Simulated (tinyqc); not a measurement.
From results back to parameters: core-shell quantum dot (spherical envelope functions). Two cases, with inputs chosen for the exercise.

Problem. The lowest electron level was computed from a hidden shell thickness H.

Parabolic bands; strain and other valleys are left out. s states, u = r psi, hard wall at R + H, c = hbar^2/2m0, energies from the band edges of the core. Core: u = sin(k1 r)/k1, k1 = sqrt(m1 E/c). At R, psi and psi'/m are continuous, so u is continuous and its slope in the shell is s = u/R + (m2/m1)(u' - u/R). Shell: u(R + x) = u(R) cos(k2 x) + s sin(k2 x)/k2, k2 = sqrt(m2 (E - V)/c); for negative arguments the functions turn into sinh and cosh. A level has u(R + H) = 0.

Constants: hbar^2/2m0 = 3.80998211 eV angstrom^2.

Case 1.

Values chosen (near those of a Ge/Si core-shell dot; shifted at random, so the results belong to these values and not to a real crystal): R = 39 angstrom (core radius); Vc = -0.05 eV (conduction edge of the shell above that of the core); me1 = 0.123 m0 (electron, core); me2 = 0.253 m0 (electron, shell).

E_e = 0.1108996 eV

Case 2.

Values chosen (near those of a CdTe/CdSe core-shell dot; shifted at random, so the results belong to these values and not to a real crystal): R = 14 angstrom (core radius); Vc = -0.32 eV (conduction edge of the shell above that of the core); me1 = 0.101 m0 (electron, core); me2 = 0.134 m0 (electron, shell).

E_e = 0.2228094 eV

Find: u(R); s; H.

Solution. u(R) and s follow from E_e; u(R + H) = 0 gives tan(k2 H) = -k2 u(R)/s, with the first positive root.

Case 1.

u(R) = 12.082 angstrom
s = -1.7486
H = 6.0 angstrom

Case 2.

u(R) = 11.451 angstrom
s = 0.3628
H = 13.0 angstrom

Computed by tinyqc, one run a case: `OMP_NUM_THREADS=1 python tinyqc.py N N+1 out.jsonl` with N = 1250668, 1250685; one thread of a shared Intel(R) Xeon(R) Processor @ 2.30GHz, about 0.03 s a run at most.
